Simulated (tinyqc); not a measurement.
Electron mobility in a silicon inversion layer, empirical terms and Matthiessen rule: two steps of the calculation.

Inversion layer of sheet density Ns on a uniformly doped body, under a high-permittivity gate with an interlayer. The mobility terms are empirical power laws with prefactors chosen for the exercise; adding their inverses (Matthiessen) is itself an approximation.

Parameters, values chosen for the exercise; material values close to those of silicon:

| symbol | value | unit | meaning |
|---|---|---|---|
| T | 250 | K | temperature |
| eps_r | 11.6 |  | relative permittivity of the semiconductor |
| Nb | 3.7e17 | cm^-3 | body doping |
| eta | 0.5 |  | weight of the inversion charge in the effective field |
| Ap | 435 | cm^2/(V s) | phonon-limited mobility at 1 MV/cm and 300 K |
| As | 1090 | cm^2/(V s) | roughness-limited mobility at 1 MV/cm |
| gs | 2 |  | exponent of the roughness term |
| Ac | 3900 | cm^2/(V s) | Coulomb prefactor |
| Nit | 1.6e12 | cm^-2 | charge at the interface |
| Ar | 160 | cm^2/(V s) | remote-phonon mobility without interlayer |
| ti | 1.2 | nm | interlayer thickness |
| lr | 0.7 | nm | decay length of remote phonons |
| Ns | 2.9e12 | cm^-2 | inversion density |
| WL | 1 |  | ratio W/L |
| Vd | 0.02 | V | drain voltage |
| I | 2.37 | uA | measured linear current |

Constants: q = 1.602176634e-19 C, eps0 = 8.8541878128e-14 F/cm where lengths are in cm. Results are converted to the units shown.

Problem 1. Mobility terms and their sum. With t = T/(300 K): muC = Ac (Ns/1e12 cm^-2) t/(Nb/1e17 cm^-3 + Nit/1e11 cm^-2), muP = Ap E^(-1/3) t^(-1.75), muS = As E^(-gs), muR = Ar exp(2 ti/lr)/t; 1/mu is the sum of the inverses.

E = 0.55673682 MV/cm

Wanted: terms; mu; shares of 1/mu.

Solution 1.

terms (cm^2/(V s)): Coulomb 478.4, phonon 727.5, roughness 3517, remote phonon 5920
mu = 255.2 cm^2/(V s)
shares of 1/mu (%): Coulomb 53.35, phonon 35.08, roughness 7.258, remote phonon 4.311

The Coulomb term limits most.

Problem 2. Inversion density for the measured current. I = (W/L) q Ns mu Vd. E = q (Ndep + eta Ns)/(eps0 eps_r) in MV/cm. Ns(new) = I/((W/L) q mu Vd).

Ns after iteration 1 = 4.3982193e12 cm^-2
Ndep = 2.1189977e12 cm^-2

Wanted: E; mu; Ns after iteration 2.

Solution 2.

E = 0.6736 MV/cm
mu = 291.7 cm^2/(V s)
Ns after iteration 2 = 2.535e12 cm^-2

tinyqc, about 0.01 s, one thread, Intel Xeon 2.30GHz (shared host): `OMP_NUM_THREADS=1 python tinyqc.py 2510088 2510089 out.jsonl`
